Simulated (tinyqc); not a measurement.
Valley splitting in a one-orbital chain of atomic planes (second-neighbour model): one step. The bulk band. The numbers come from values chosen for the exercise (near those of the Delta valleys of silicon; abrupt walls in this chain split the valleys several times more than measured wells).

Each (001) plane carries one orbital with energy e0, hopping v to the next plane and u to the second: E(phi) = e0 + 2 v cos(phi) + 2 u cos(2 phi), where phi = pi - k a/4 (the sign of every second orbital is chosen so that v > 0, which shifts the phase by pi). The minimum lies at cos(phi0) = -v/(4u), phi0 = pi - (pi/2) k0 for a valley at k0 (2 pi/a), and e0 puts it at zero. A slab of N planes has hard walls: the matrix simply ends.

u = 0.5854155 eV
v = 0.5144068 eV
e0 = 1.2838338 eV

Problem. E at phi = j pi/10.

Give: Band.

Solution.

Band:
```
phi/pi  E (eV)
0.0     3.4835
0.1     3.2095
0.2     2.4780
0.3     1.5267
0.4     0.6545
0.5     0.1130
0.6     0.0187
0.7     0.3173
0.8     0.8133
0.9     1.2526
1.0     1.4259
```

Run: tinyqc, `OMP_NUM_THREADS=1 python tinyqc.py 1482359 1482360 out.jsonl`; Intel(R) Xeon(R) Processor @ 2.30GHz, one thread, shared host; about 0.01 s of CPU time with all checks.
